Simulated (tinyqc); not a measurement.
Spin curve: spin coating of a resist or spin-on film: centrifugal thinning, evaporation and the final thickness (Emslie and Meyerhofer models). Computed by tinyqc, a small Python program. Command: `OMP_NUM_THREADS=1 python tinyqc.py 3112940 3112941 out.jsonl spincoat walk`. One thread of a shared host (Intel(R) Xeon(R) Processor @ 2.30GHz), about 0.07 s of CPU time with the checks.

A Newtonian film stays uniform over the wafer; solvent and solids have the same density and the concentration is uniform through the thickness.

Inputs (values chosen for the exercise, of the order of those of a polymer resist in an ester solvent):
```
quantity                                 value          unit
solids volume fraction c0                 0.17             -
kinematic viscosity of the solvent nu_s   0.92        mm^2/s
viscosity constant k                      1900        mm^2/s
viscosity exponent gamma                   2.3             -
spin speed f                              2000           rpm
evaporation rate at 1000 rpm e0          0.052  micrometre/s
starting thickness h0                      200    micrometre
wafer radius R                             100            mm
```

Method:
- omega = 2 pi f/60; nu(c) = nu_s + k c^gamma; evaporation rate e = e0 sqrt(f/1000 rpm).
- Flow constant K = 2 omega^2/(3 nu(c0)); Reynolds number of the air omega R^2/nu_air with nu_air = 15 mm^2/s.
- Meyerhofer estimate: flow rules until (1 - c0) K h^3 = e, then evaporation alone: h_w = (e/((1 - c0) K))^(1/3), dry film c0 h_w.
- Full model for solids s and liquid l per area, h = s + l, c = s/h: ds/dt = -c Q, dl/dt = -(1 - c) Q - e, Q = 2 omega^2 h^3/(3 nu(c)); integrated adaptively (relative tolerance 1e-9) until l = 0.

dry film, estimate = 790.530 nm

Dry film against speed:
```
f (rpm)  full model (nm)  estimate (nm)  time to dry (s)
500               1791.1         1581.1           274.08
1000              1266.6         1118.0           137.10
1500              1034.1          912.8            91.41
2000               895.6          790.5            68.56
3000               731.3          645.5            45.71
4000               633.3          559.0            34.28
6000               517.1          456.4            22.86
```

What follows from these numbers?

The full thickness goes as f^-0.500; the estimate as (e/omega^2)^(1/3) = f^(-1/2). The time to dry goes as f^-1.00. A thickness window of 1 % allows a speed error of about 2 %.
